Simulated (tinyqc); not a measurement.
Band offset from the macroscopic average of a supercell potential: one step. The potential line-up. Two cases, with inputs chosen for the exercise.

Task: Read the macroscopic average in the middle of each region, j = 12 and j = 39, and its slope in A by a central difference over two points each way.

Case 1.

Values chosen (out of a larger set: gaps near those of InAs and GaSb; not measured data): h = 0.35 angstrom (grid step).

macroscopic average (eV): -8.20144  -8.67482  -9.12195  -9.52997  -9.80431  -9.91627  -9.92686  -9.93578  -9.93934  -9.93994  -9.93999  -9.94000  -9.94000  -9.94000  -9.94000  -9.94000  -9.93998  -9.93962  -9.93631  -9.91780  -9.84043  -9.65074  -9.30011  -8.81608  -8.30258  -7.82000  -7.33742  -6.82392  -6.33989  -5.98926  -5.79957  -5.72220  -5.70369  -5.70038  -5.70002  -5.70000  -5.70000  -5.70000  -5.70000  -5.70000  -5.70000  -5.70000  -5.70000  -5.70001  -5.70003  -5.70007  -5.70140  -5.72887  -5.87237  -6.13802  -6.56494  -7.12671  -7.70730

Case 2.

Values chosen (out of a larger set: gaps near those of InAs and GaSb; not measured data): h = 0.3 angstrom (grid step).

macroscopic average (eV): -7.75000  -6.81394  -5.97929  -5.29191  -4.76333  -4.39790  -4.19275  -4.11080  -4.08801  -4.08223  -4.08064  -4.08019  -4.08009  -4.08019  -4.08064  -4.08223  -4.08801  -4.11080  -4.19275  -4.39790  -4.76333  -5.29191  -5.97929  -6.81394  -7.75000  -8.68606  -9.52071  -10.20809  -10.73667  -11.10210  -11.30725  -11.38920  -11.41199  -11.41777  -11.41936  -11.41982  -11.41996  -11.41999  -11.42000  -11.42000  -11.42000  -11.41999  -11.41996  -11.41982  -11.41936  -11.41777  -11.41199  -11.38920  -11.30725  -11.10210  -10.73667  -10.20809  -9.52071  -8.68606

Give: plateau in A; plateau in B; dV = B - A; slope in A.

Result:

Case 1.

plateau in A = -9.940 eV
plateau in B = -5.700 eV
dV = B - A = 4.240 eV
slope in A = 0.000 eV/angstrom

Case 2.

plateau in A = -4.080 eV
plateau in B = -11.420 eV
dV = B - A = -7.340 eV
slope in A = 0.000 eV/angstrom

The plateaus are flat, so the line-up is well defined.

Computed by tinyqc, one run a case: `OMP_NUM_THREADS=1 python tinyqc.py N N+1 out.jsonl` with N = 1850923, 1880684; one thread of a shared Intel(R) Xeon(R) Processor @ 2.30GHz, about 0.01 s a run at most.
